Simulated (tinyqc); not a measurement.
Inside a calculation: virtual-crystal alloy in the empirical-pseudopotential method. Values are carried at full precision from step to step, so a last printed digit may differ when a step is redone from the rounded ones.

Virtual crystal A(1-x)B(x): a = (1 - x) a_A + x a_B. Rule linear: V = (1 - x) V_A + x V_B. Rule volume: V = [(1 - x) a_A^3 V_A + x a_B^3 V_B]/a^3, since a form factor is an atomic potential divided by the cell volume.

Constants: hbar^2/2m0 = 3.80998211 eV angstrom^2; Ry = 13.60569312 eV.

Parameters, chosen for this exercise (classic local form factors of the size used for GaAs (A) and GaP (B), which place X and L only to a few tenths of an eV; the results hold for these values, not for the real material): a = (5.636, 5.447) angstrom (lattice constants of A, B); VSA = (-0.231, 0.009, 0.06) Ry (symmetric form factors of A); VAA = (0.069, 0.051, 0.011) Ry (antisymmetric form factors of A); VSB = (-0.224, 0.029, 0.069) Ry (symmetric form factors of B); VAB = (0.119, 0.071, 0.02) Ry (antisymmetric form factors of B); rule = volume (mixing rule); x = 0.48 (fraction of B).

## The virtual crystal

Form a, the two weights and the form factors.

a = 5.5453 angstrom

weights of A and B: [0.54594, 0.45493]

VS at 3, 8, 11 (Ry): [-0.22802, 0.01811, 0.06415]

VA at 3, 4, 11 (Ry): [0.09181, 0.06014, 0.01510]

## The six lowest plane waves at X

Empirical pseudopotential on the fcc lattice, atoms at +/- tau, tau = a (1,1,1)/8, no spin-orbit coupling. H(G,G') = c (2 pi/a)^2 |k + G|^2 delta + VS(q) cos(q.tau) + i VA(q) sin(q.tau), q = G - G', c = hbar^2/2m0; k and G in units of 2 pi/a; VS at |q|^2 = 3, 8, 11 and VA at 3, 4, 11, in rydberg, zero elsewhere. At each k the basis holds all G with |k + G|^2 up to 16; energies are counted from the fourth level at Gamma.

k = (1,0,0) with the small basis G = (0,0,0), (-2,0,0), (-1,1,1), (-1,-1,-1), (-1,1,-1), (-1,-1,1) in place of the full one.

H in this small basis (eV), rows 000, -200, -1+1+1, -1-1-1, -1+1-1, -1-1+1 and columns alike:
```
[[4.891, 0.818i, -2.194-0.883i, 2.194+0.883i, -2.194+0.883i, -2.194+0.883i],
 [-0.818i, 4.891, 2.194-0.883i, -2.194+0.883i, -2.194-0.883i, -2.194-0.883i],
 [-2.194+0.883i, 2.194+0.883i, 9.783, -0.246, 0.818i, 0.818i],
 [2.194-0.883i, -2.194-0.883i, -0.246, 9.783, -0.818i, -0.818i],
 [-2.194-0.883i, -2.194+0.883i, -0.818i, 0.818i, 9.783, 0.246],
 [-2.194-0.883i, -2.194+0.883i, -0.818i, 0.818i, 0.246, 9.783]]
```

## Levels in the small basis

Diagonalise; the gap between the fourth and fifth level is a first estimate of the direct gap at X.

levels (absolute scale of H) (eV): [-0.289, 4.721, 9.537, 9.537, 12.655, 12.755]

gap = 3.118 eV

The full basis gives 4.236 eV for this gap.

## The lowest conduction band along Gamma-X and at L

Full basis at each k.

Levels (eV):
```
k           band 3  band 4  band 5  band 6
L           -0.914  -0.914   2.080   5.195
(0.00,0,0)   0.000   0.000   1.947   4.799
(0.20,0,0)  -0.355  -0.355   3.170   4.263
(0.40,0,0)  -1.063  -1.063   3.232   4.504
(0.60,0,0)  -1.734  -1.734   2.459   3.651
(0.70,0,0)  -1.981  -1.981   2.196   3.114
(0.80,0,0)  -2.160  -2.160   2.031   2.689
(0.85,0,0)  -2.222  -2.222   1.980   2.529
(0.90,0,0)  -2.268  -2.268   1.949   2.406
(1.00,0,0)  -2.305  -2.305   1.931   2.300
```

On these points band 5 is lowest at (1.00,0,0), 1.931 eV above the valence top: in this model the gap is indirect, by a margin of 15 meV.

## Checks

- Fifth band at (0.85,0,0) against the equivalent point (0,0,-0.85), on the absolute scale of H (eV): both 11.0215.

(tinyqc, `OMP_NUM_THREADS=1 python tinyqc.py 1080615 1080616 out.jsonl`, Intel(R) Xeon(R) Processor @ 2.30GHz, 1 thread, shared host, about 0.2 s.)
